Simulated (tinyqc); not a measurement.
Precursor delivery and alloy composition in metal-organic vapour-phase epitaxy: one step, computed by the program tinyqc. Command: `OMP_NUM_THREADS=1 python tinyqc.py 3029526 3029527 out.jsonl movpe walk`. One thread of a shared host (Intel(R) Xeon(R) Processor @ 2.30GHz), about 0.01 s of CPU time with the checks.

Carrier gas leaves each bubbler saturated. Group-III species cross a boundary layer and react at the surface; element 2 can also desorb. The film is (1)_(1-x) (2)_x V with a zinc-blende cell.

Problem. Composition and growth rate. Loss of element 2 is r x with r = prefactor x exp(-energy/(k_B T)). Then x = (g2 - r x)/(g1 + g2 - r x), or r x^2 - (g1 + g2 + r) x + g2 = 0, smaller root; growth rate G = g1/(1 - x) layers/s; one layer is a/2 thick, 1 angstrom/s = 0.36 um/h. Temperatures in kelvin are T(C) + 273.15. Distribution coefficient = [x/(1 - x)]/[x_g/(1 - x_g)], x_g = g2/(g1 + g2).

Inputs (values chosen for the exercise, close to those used for InGaAs from TMGa and TMIn):

| quantity | value | unit |
|---|---|---|
| source 1: bath temperature | 3 | C |
| source 2: bath temperature | 18 | C |
| prefactor of the loss of element 2 | 6.2e+16 | layers/s |
| energy of the loss | 3.17 | eV |
| lattice constant a | 5.75 | angstrom |
| growth temperature T | 580 | C |

arrival rates (layers/s): g1 20.25886, g2 4.456362

Constants: k_B = 8.617333262e-05 eV/K.

Give: loss rate r; solid share x; growth rate G; distribution coefficient.

Solution.

loss rate r = 0.011651 layers/s

solid share x = 0.18024

growth rate G = 25.578 um/h

distribution coefficient = 0.99953

Desorption is negligible, so the solid copies the gas. Caution: rates above some 15 um/h are beyond usual practice, and precursor depletion would cap them. Caution: the lattice constant is held fixed as x changes, delta does not respond to the flow, both precursors share one D and k_s, and gas-phase side reactions are left out.
